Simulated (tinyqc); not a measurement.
# Dopant redistribution at a moving silicon-oxide interface during parabolic oxidation, step by step

A worked calculation. Computed by tinyqc, a small Python program that keeps every step. Command: `OMP_NUM_THREADS=1 python tinyqc.py 3025213 3025214 out.jsonl segox walk`. One thread of a shared host (Intel(R) Xeon(R) Processor @ 2.30GHz), about 0.01 s of CPU time with the checks. Intermediate numbers are printed to about 6 digits and carried at full precision; extremes and crossings named in words are read from the listed rows.

Uniformly doped silicon is oxidised with x_ox = sqrt(B t); the interface advances into the silicon by alpha x_ox, alpha = 0.44. The dopant does not move in the oxide, and at the interface C(silicon) = m C(oxide).

Inputs (values chosen for the exercise, modelled on antimony in silicon under steam):

| quantity | value | unit |
|---|---|---|
| dopant prefactor D0 | 4.25 | cm^2/s |
| dopant activation energy E | 3.9 | eV |
| oxidation prefactor B0 | 374 | um^2/h |
| oxidation activation energy E_B | 0.777 | eV |
| segregation coefficient m = C(silicon)/C(oxide) | 11 | - |
| bulk doping C_B | 5e+16 | 1/cm^3 |
| temperature T | 900 | C |
| time t | 11 | h |

Constants: k_B = 8.617333262e-05 eV/K.

## Rates

D = D0 exp(-E/(k_B T)), converted with 1 cm^2/s = 3.6e11 um^2/h; B = B0 exp(-E_B/(k_B T)); s = alpha sqrt(B/(4 D)), the interface advance over 2 sqrt(D t). Temperatures in kelvin are T(C) + 273.15.

D = 2.69487e-05 um^2/h

B = 0.171763 um^2/h

s = 17.5638

oxide thickness = 1.37455 um

diffusion length 2 sqrt(D t) = 0.0344346 um

The interface outruns diffusion. Caution: parabolic growth needs an oxide much thicker than the Deal-Grove length A, which fails for thin films and low temperatures; oxidation-enhanced or retarded diffusion is ignored.

## Interface concentration

With the dopant diffusivity D and s = alpha x_ox/(2 sqrt(D t)), in the silicon C = C_B + (C_s - C_B) erfc(y/(2 sqrt(D t)))/erfc(s), y from the original surface. Dopant balance at the interface gives C_s/C_B = 1/[1 + (1/(m alpha) - 1) g], g = sqrt(pi) s exp(s^2) erfc(s).

g = 0.998387

ratio C_s/C_B = 4.81021

C_s in the silicon = 2.40510e+17 1/cm^3

concentration in the oxide = 2.18646e+16 1/cm^3

m alpha = 4.840: the oxide rejects dopant, which piles up in the silicon. For a very fast interface the ratio would tend to m alpha.

## Dose moved

Consumed silicon held alpha x_ox C_B; the oxide holds x_ox times the dopant concentration in the oxide; the difference is the excess in the silicon; 1 um = 1e-4 cm.

dopant in the consumed silicon = 3.02401e+12 1/cm^2

dopant in the oxide = 3.00540e+12 1/cm^2

excess in the silicon = 1.86152e+10 1/cm^2

## Profile below the interface

Depths z are counted from the present interface: y/(2 sqrt(D t)) = s + z/(2 sqrt(D t)); take z/(2 sqrt(D t)) = 0, 0.05, 0.1, 0.2, 0.3, 0.5, 0.75, 1, 1.5.

Profile:

| z/(2 sqrt(D t)) | z (um) | C/C_B |
|---|---|---|
| 0.00 | 0.0000000 | 4.81021 |
| 0.05 | 0.0017217 | 1.65441 |
| 0.10 | 0.0034435 | 1.11183 |
| 0.20 | 0.0068869 | 1.00322 |
| 0.30 | 0.0103304 | 1.00009 |
| 0.50 | 0.0172173 | 1.00000 |
| 0.75 | 0.0258260 | 1.00000 |
| 1.00 | 0.0344346 | 1.00000 |
| 1.50 | 0.0516519 | 1.00000 |

## Temperature and segregation coefficient

The formulas are those given above.

C_s/C_B:

| T (C) | s | this m | m = 0.2 | m = 1/alpha | m = 10 |
|---|---|---|---|---|---|
| 850 | 34.9339 | 4.83241 | 0.088033 | 1 | 4.39389 |
| 900 | 17.5638 | 4.81021 | 0.088130 | 1 | 4.37600 |
| 950 | 9.3412 | 4.73750 | 0.088455 | 1 | 4.31729 |
| 1000 | 5.2207 | 4.53658 | 0.089420 | 1 | 4.15400 |
| 1050 | 3.0489 | 4.10221 | 0.091927 | 1 | 3.79558 |
| 1100 | 1.8517 | 3.43420 | 0.097477 | 1 | 3.22948 |
| 1150 | 1.1647 | 2.72439 | 0.107900 | 1 | 2.60731 |
| 1200 | 0.7560 | 2.15801 | 0.124852 | 1 | 2.09484 |

s falls from 34.9 to 0.756 as T rises, because diffusion has the larger activation energy (3.9 against 0.777 eV); the ratio for this m moves from 4.832 to 2.158, towards 1. At m = 1/alpha the oxide takes exactly what the silicon held, and nothing moves. The ratio does not depend on time, since both lengths grow as sqrt(t).

Checks made by the program: excess against the integral of the profile (relative difference 4e-10).
